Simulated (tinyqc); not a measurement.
# One-dimensional ballistic tunnel FET, two-band WKB, step by step

Program tinyqc, `OMP_NUM_THREADS=1 python tinyqc.py 2620003 2620004 out.jsonl`; Intel Xeon 2.30GHz, shared host, one thread, about 0.01 s. Printed values are rounded.

A p-type source for x < 0 with its Fermi level at 0 and its valence edge at ds; in the channel the bands fall as D exp(-x/lam) towards their flat values, with the conduction edge at Ec = ds - dP and D = dP + Eg. The gate moves dP one to one. The drain Fermi level lies at -Vd and the drain side reflects nothing. For w = E - Ec between 0 and dP an electron crosses the gap. Two-band dispersion with equal masses m: inside the gap kappa = sqrt(m u (1 - u/Eg)/C), u the distance from a band edge, C = hbar^2/(2 m0).

Inputs (values chosen for the exercise); band and dielectric values close to those of In0.53Ga0.47As:
- T = 200 K (temperature)
- Eg = 0.738 eV (band gap)
- m = 0.048 m0 (band-edge mass of the two-band model)
- lam = 3.2 nm (screening length of the source junction)
- ds = 0.04 eV (source valence edge above the source Fermi level)
- Vd = 0.5 V (drain bias)
- g = 2 (number of degenerate subbands (spin apart))
- dP = 0.2 eV (tunnelling window Ev(source) - Ec(channel))
- w0 = 0.12 eV (energy above the channel conduction edge)
- nc = 6 (cells of the path)
- nE = 13 (points of the energy grid)

Constants: q = 1.602176634e-19 C, kB = 1.380649e-23 J/K, hbar = 1.054571817e-34 J s, h = 6.62607015e-34 J s, m0 = 9.1093837015e-31 kg, Vt = kB T/q, hbar^2/(2 m0) = 0.0380998212 eV nm^2. Results are converted to the units shown.

## The path through the gap by the midpoint rule

At w = w0 the path runs from xa = lam ln(D/(w + Eg)) to xb = lam ln(D/w); u(x) = w + Eg - D exp(-x/lam) is the height above the valence edge. Cut it into nc equal cells: S = 2 (cell width) times the sum of kappa at the centres.

xa = 0.285267 nm
xb = 6.58003 nm

```
cell   x (nm)    u (eV)  kappa (1/nm)
0     0.80983  0.129725      0.367023
1     1.85896  0.333300      0.479861
2     2.90808  0.479970      0.459804
3     3.95721  0.585641      0.390284
4     5.00634  0.661773      0.293453
5     6.05546  0.716625      0.161708
```

S = 4.51572

## The exponent in closed form

S(w) = 2 lam int_0^Eg kappa(u) du/(w + Eg - u) = 2 pi lam sqrt(m/(C Eg)) [w + Eg/2 - sqrt(w (w + Eg))], T(w) = exp(-S). The common triangular estimate is S = (4/3) lam sqrt(m/C) Eg^1.5/(dP + Eg) for all w.

S(w0) = 4.41668
T(w0) = 0.0120742
triangular S = 3.23690

The midpoint value is 2.2 % above the closed form, and the triangular estimate 27 % below it.

## Current on a coarse grid

S(w) = 2 lam int_0^Eg kappa(u) du/(w + Eg - u) = 2 pi lam sqrt(m/(C Eg)) [w + Eg/2 - sqrt(w (w + Eg))], T(w) = exp(-S). I = g (2 q^2/h) int_0^dP T(w) [f(E) - f(E + Vd)] dw, E = ds - dP + w, f(x) = 1/(1 + exp(x/Vt)). Simpson's rule on nE equally spaced points.

```
point    w (eV)        T(w)  difference of the f
0      0.000000  6.16741e-5             0.999907
1      0.016667  7.57659e-4             0.999756
2      0.033333  0.00173457             0.999358
3      0.050000  0.00304976             0.998312
4      0.066667  0.00469852             0.995572
5      0.083333  0.00667039             0.988438
6      0.100000  0.00895146             0.970153
7      0.116667   0.0115257             0.925139
8      0.133333   0.0143758             0.824519
9      0.150000   0.0174837             0.641119
10     0.166667   0.0208313             0.404484
11     0.183333   0.0244006             0.205240
12     0.200000   0.0281739            0.0894065
```

I = 0.191491 uA

A converged quadrature gives 0.1915 uA; this grid is 0.018 % below that.
